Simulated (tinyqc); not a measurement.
Free and nearly free electrons in a metal: one step. The sphere against the zone faces. Two cases, with inputs chosen for the exercise.

Problem. Take G = (hkl) 2 pi/a for (111), (200) and (220), with the number of equivalent faces. The Bragg plane of G lies at |G|/2 with |G| = (2 pi/a) sqrt(h^2 + k^2 + l^2). Where kF exceeds it, the sphere cuts the plane in a circle of radius sqrt(kF^2 - G^2/4).

Case 1.

Values chosen (out of a larger set: near those of Au, whose d bands this model ignores; not measured data): a = 4.111 angstrom (fcc lattice constant).

kF = 1.194573 1/angstrom

Case 2.

Values chosen (out of a larger set: near those of Al; not measured data): a = 4.029 angstrom (fcc lattice constant).

kF = 1.757938 1/angstrom

Give: Distance and circle for each G.

Solution.

Case 1.

Distance and circle for each G:
```
G      faces  |G|/2 (1/angstrom)  kF/(|G|/2)  circle radius
(111)      8              1.3236      0.9025              -
(200)      6              1.5284      0.7816              -
(220)     12              2.1615      0.5527              -
```

The sphere stays inside the first zone; it reaches 0.903 of the way to the nearest faces.

Case 2.

Distance and circle for each G:
```
G      faces  |G|/2 (1/angstrom)  kF/(|G|/2)  circle radius
(111)      8              1.3506      1.3016         1.1253
(200)      6              1.5595      1.1273         0.8114
(220)     12              2.2055      0.7971              -
```

The sphere crosses the (111) and (200) faces, so electrons spill into higher zones.

Computed by tinyqc, one run a case: `OMP_NUM_THREADS=1 python tinyqc.py N N+1 out.jsonl` with N = 1682015, 1682215; one thread of a shared Intel(R) Xeon(R) Processor @ 2.30GHz, about 0.01 s a run at most.
